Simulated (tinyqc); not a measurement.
Changing the scale factor s of the disorder: kinetic Monte Carlo and master equation for a particle on a ring of sites with traps and bias. Computed by tinyqc, a small Python program. Command: `OMP_NUM_THREADS=1 python tinyqc.py 3031939 3031940 out.jsonl kmc sweep`. One thread of a shared host (Intel(R) Xeon(R) Processor @ 2.30GHz), about 0.01 s of CPU time with the checks.

8 sites on a ring, numbered 1 to 8. The saddle between i and i+1 lies at E0 + s b_i and site i at s eps_i; a force F tilts the landscape, with the saddle half-way.

Inputs (values chosen for the exercise, for a model defect):

| quantity | value | unit |
|---|---|---|
| reference barrier E0 | 0.33 | eV |
| attempt frequency nu | 1 | THz |
| temperature T | 250 | K |
| site spacing a | 2.1 | angstrom |
| force F along the ring | 0.00014 | eV/angstrom |

Disorder: site traps.

site energies eps_i (eV): -0.04  0  -0.064  -0.062  0  0  0  -0.037

saddle shifts b_i between sites i and i+1 (eV): 0  0  0  0  0  0  0  0

Constants: k_B = 8.617333262e-05 eV/K.

Method:
- Rates: k(i to i+1) = nu exp(-(E0 + s b_i - s eps_i - F a/2)/(k_B T)), k(i to i-1) = nu exp(-(E0 + s b_(i-1) - s eps_i + F a/2)/(k_B T)).
- Share right = k right/(k right + k left); mean stay = 1/(k right + k left).
- Master equation dP/dt = W P, W_(i+1,i) = k right, W_(i-1,i) = k left, columns summing to zero. The steady state is its null vector; drift v = a sum P_i (k right - k left). D = a^2 lambda''(0)/2, where lambda(q) is the leading eigenvalue of W with right hops weighted by exp(q) and left hops by exp(-q).
- The slowest relaxation rate is minus the real part of the next eigenvalue of W. 1 angstrom = 1e-8 cm.
- At zero force D0 = a^2 nu exp(-E0/(k_B T)) / [<exp(-s eps/(k_B T))> <exp(s b/(k_B T))>], with means over the ring; Einstein relation v = D0 F/(k_B T); 1 angstrom = 1e-8 cm.

One run for each value:

| scale factor s of the disorder | D0 over the value without disorder | drift velocity v (cm/s) | slowest relaxation rate (1/s) |
|---|---|---|---|
| 0.10 | 8.8195e-01 | 5.6259e-05 | 1.0863e+05 |
| 0.25 | 7.0910e-01 | 4.5233e-05 | 8.0439e+04 |
| 0.50 | 4.5653e-01 | 2.9122e-05 | 4.7743e+04 |
| 0.75 | 2.7036e-01 | 1.7246e-05 | 2.8337e+04 |
| 1.00 | 1.5021e-01 | 9.5821e-06 | 1.6970e+04 |
| 1.50 | 4.1140e-02 | 2.6243e-06 | 5.8537e+03 |
| 2.00 | 1.0355e-02 | 6.6055e-07 | 1.4535e+03 |
| 2.50 | 2.5047e-03 | 1.5977e-07 | 3.4065e+02 |

What does the table show, and why?

Over the rows, D0 over the value without disorder falls from 0.882 to 0.00250 (exponent d ln y / d ln x -0.24 between the first rows and -6.4 between the last); drift velocity v (cm/s) falls from 5.63e-5 to 1.60e-7 (exponent d ln y / d ln x -0.24 between the first rows and -6.4 between the last); slowest relaxation rate (1/s) falls from 109000 to 341 (exponent d ln y / d ln x -0.33 between the first rows and -6.5 between the last). For the drift and D0, to first order in s only the mean of b - eps acts; beyond that high saddles and deep sites weigh most in the two averages.

Extremes, crossings and ranges named in words are read from the listed rows.
